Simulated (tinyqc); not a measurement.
On-chip interconnect, size-dependent resistivity and RC delay: two steps of the calculation.

A rectangular line between two neighbours and two ground planes. Surface and grain-boundary scattering are added to the bulk resistivity as corrections; capacitances are parallel-plate values without fringing; inductance is ignored.

Inputs (values chosen for the exercise); metal values close to those of copper: bulk resistivity rho0 = 1.63 uohm cm; bulk mean free path lam = 39.4 nm; specular share of surface scattering ps = 0.4; reflection coefficient of grain boundaries Rg = 0.53; grain size over the metal width gr = 1.5; drawn line width wd = 16 nm; aspect ratio, height over width AR = 2.2; liner on both walls and the bottom, not conducting tl = 1.9 nm; space to the neighbouring lines sp = 32 nm; dielectric height to the planes above and below hd = 21 nm; relative permittivity of the dielectric ek = 3; Miller factor of the neighbours Mf = 2; line length Lw = 280 um; driver resistance Rd = 710 ohm; load capacitance Cl = 0.23 fF.

Constants: eps0 = 8.8541878128e-12 F/m. Results are converted to the units shown.

Problem 1. Resistivity, resistance and capacitance per length. Metal width x = wd - 2 tl, height y = AR wd - tl; grain boundaries (Mayadas-Shatzkes): al = (lam/(gr x)) Rg/(1 - Rg), g = 1/[1 - 3 al/2 + 3 al^2 - 3 al^3 ln(1 + 1/al)] - 1; surfaces (Fuchs-Sondheimer, thick limit): s = (3/8) lam (1 - ps)(1/x + 1/y); rho = rho0 (1 + g + s); r = rho/(x y); c = eps0 ek (2 wd/hd + 2 Mf AR wd/sp).

Wanted: x; y; al; g; s; rho; r; c.

Solution 1.

x = 12.20 nm
y = 33.30 nm
al = 2.428
g = 3.292
s = 0.9929
rho = 8.615 uohm cm
r = 212.0 ohm/um
c = 0.1574 fF/um

Problem 2. Ladder and Elmore delays. 5 equal pi sections: series Rs = r Lw/5; node capacitances c Lw/5, halved at nodes 0 and 5, with Cl added to node 5; Rd feeds node 0. Elmore delay of node k: the sum, over the resistors on the path to k, of resistance times all capacitance downstream of it.

r = 212.04434 ohm/um
c = 0.15735157 fF/um

Find: Rs; C; Elmore delay.

Solution 2.

Rs = 11874 ohm

```
node  C (fF)  Elmore delay (ps)
0     4.4058             31.445
1     8.8117             505.03
2     8.8117             873.98
3     8.8117             1138.3
4     8.8117             1298.0
5     4.6358             1353.0
```

The far-end value equals Rd (c Lw + Cl) + r Lw (c Lw/2 + Cl) for any number of pi sections; the line resistance contributes 97.7 % of it.

Range of the model: The metal width is under the mean free path, where the thick-limit surface term and the simple sum of corrections lose accuracy.

tinyqc, about 0.01 s, one thread, Intel Xeon 2.30GHz (shared host): `OMP_NUM_THREADS=1 python tinyqc.py 2100140 2100141 out.jsonl`
